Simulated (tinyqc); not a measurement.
Reaction control against transport control: chemical vapour deposition: Grove model, boundary layer, depletion and step coverage. Computed by tinyqc, a small Python program. Command: `OMP_NUM_THREADS=1 python tinyqc.py 3016876 3016877 out.jsonl cvd walk`. One thread of a shared host (Intel(R) Xeon(R) Processor @ 2.30GHz), about 0.01 s of CPU time with the checks.

A precursor diffuses to the surface and reacts there at first order; each molecule that reacts adds one formula unit of film.

Inputs (values chosen for the exercise, close to those used for tungsten from its fluoride):

| quantity | value | unit |
|---|---|---|
| prefactor k0 of k_s | 240000 | cm/s |
| activation energy E | 0.759 | eV |
| temperature T | 500 | C |
| total pressure p | 29 | torr |
| mole fraction of the precursor Y | 0.0082 | - |
| gas diffusivity D0 at 273.15 K and 760 torr | 0.56 | cm^2/s |
| film density N | 6.3e+22 | formula units/cm^3 |
| gas velocity U | 66 | cm/s |
| kinematic viscosity nu0 at 273.15 K and 760 torr | 0.41 | cm^2/s |
| susceptor length L | 20 | cm |
| channel height b | 7 | cm |

Reactor: horizontal, reduced pressure.

Constants: k_B = 8.617333262e-05 eV/K; k_B = 1.380649e-23 J/K.

Method:
- k_s = k0 exp(-E/(k_B T)); C_g = Y p/(k_B T), 1 torr = 133.322 Pa; D = D0 (T/273.15)^1.75 (760/p).
- nu = nu0 (T/273.15)^1.75 (760/p); Re = U L/nu; mean boundary layer delta = (2/3) L/sqrt(Re), at most b/2; h_g = D/delta.
- Fluxes in series: C_s = C_g/(1 + k_s/h_g); growth rate G = k_s h_g/(k_s + h_g) C_g/N; 1 cm/s = 6e8 nm/min.
- Temperatures in kelvin are T(C) + 273.15.

Rates:

| T (C) | k_s (cm/s) | h_g (cm/s) | G (nm/min) | reaction limit (nm/min) | transport limit (nm/min) |
|---|---|---|---|---|---|
| 300 | 5.0843e-02 | 23.334 | 1.94 | 1.9400e+00 | 890.35 |
| 350 | 1.7448e-01 | 25.106 | 6.08 | 6.1233e+00 | 881.09 |
| 400 | 4.9852e-01 | 26.860 | 15.90 | 1.6196e+01 | 872.63 |
| 450 | 1.2319e+00 | 28.597 | 35.72 | 3.7256e+01 | 864.85 |
| 500 | 2.7081e+00 | 30.320 | 70.32 | 7.6603e+01 | 857.65 |
| 550 | 5.4100e+00 | 32.029 | 122.96 | 1.4373e+02 | 850.96 |
| 600 | 9.9839e+00 | 33.725 | 192.95 | 2.5007e+02 | 844.71 |
| 650 | 1.7242e+01 | 35.409 | 274.70 | 4.0846e+02 | 838.85 |
| 700 | 2.8150e+01 | 38.739 | 366.38 | 6.3262e+02 | 870.58 |

What follows from these numbers?

The apparent activation energy of G is 0.70 eV between the first rows and 0.45 eV between the last, against E = 0.759 eV. k_s stays below h_g, but mixed control begins at the hot end, which lowers the slope there. In the reaction limit the slope is E - k_B T, because C_g falls as 1/T; any further lowering comes from transport. The transport limit turns upwards in the rows where delta has reached its cap b/2.
